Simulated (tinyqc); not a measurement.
From results back to parameters: Shockley-Read-Hall recombination through one deep level. Five cases, with inputs chosen for the exercise.

Problem. Deep-level transient spectroscopy: the emission rate is en = gam sigma T^2 exp(-dE/kB T), dE = Ec - Et. Two rates were computed from hidden dE and sigma.

Constants: kB = 8.617333262e-05 eV/K.

Find: ln(en/T^2) at T1 and T2; dE; sigma.

Method. ln(en/T^2) against 1/T is a line of slope -dE/kB and intercept ln(gam sigma); plotting ln en alone would overstate dE by about 2 kB T.

Case 1.

Values chosen (out of a larger set: gap and densities of states near those of Si at this temperature; not measured data): gam = 4e+21 1/(cm^2 s K^2) (vth Nc/T^2, which does not depend on T); T1 = 75 K; T2 = 87 K.

en(T1) = 0.112353 1/s
en(T2) = 4.13168 1/s

Solution.

ln(en/T^2) at T1 and T2: -10.8211  -7.5131

dE = 0.155 eV
sigma = 1.3e-16 cm^2

Case 2.

Values chosen (out of a larger set: gap and densities of states near those of Si at this temperature; not measured data): gam = 6.4e+21 1/(cm^2 s K^2) (vth Nc/T^2, which does not depend on T); T1 = 272 K; T2 = 302 K.

en(T1) = 112.176 1/s
en(T2) = 1503.23 1/s

Solution.

ln(en/T^2) at T1 and T2: -6.4915  -4.1055

dE = 0.563 eV
sigma = 6.4e-15 cm^2

Case 3.

Values chosen (out of a larger set: gap and densities of states near those of SiC at this temperature; not measured data): gam = 3.2e+21 1/(cm^2 s K^2) (vth Nc/T^2, which does not depend on T); T1 = 208 K; T2 = 237 K.

en(T1) = 30.0870 1/s
en(T2) = 735.564 1/s

Solution.

ln(en/T^2) at T1 and T2: -7.2710  -4.3355

dE = 0.430 eV
sigma = 5.7e-15 cm^2

Case 4.

Values chosen (out of a larger set: gap and densities of states near those of GaAs at this temperature; not measured data): gam = 8.8e+19 1/(cm^2 s K^2) (vth Nc/T^2, which does not depend on T); T1 = 340 K; T2 = 377 K.

en(T1) = 9.33416 1/s
en(T2) = 121.326 1/s

Solution.

ln(en/T^2) at T1 and T2: -9.4242  -7.0660

dE = 0.704 eV
sigma = 2.5e-14 cm^2

Case 5.

Values chosen (out of a larger set: gap and densities of states near those of Si at this temperature; not measured data): gam = 3.6e+21 1/(cm^2 s K^2) (vth Nc/T^2, which does not depend on T); T1 = 98 K; T2 = 110 K.

en(T1) = 2.13630 1/s
en(T2) = 37.0557 1/s

Solution.

ln(en/T^2) at T1 and T2: -8.4109  -5.7885

dE = 0.203 eV
sigma = 1.7e-15 cm^2

Computed by tinyqc, one run a case: `OMP_NUM_THREADS=1 python tinyqc.py N N+1 out.jsonl` with N = 1651001, 1651020, 1651038, 1651040, 1651062; one thread of a shared Intel(R) Xeon(R) Processor @ 2.30GHz, about 0.01 s a run at most.
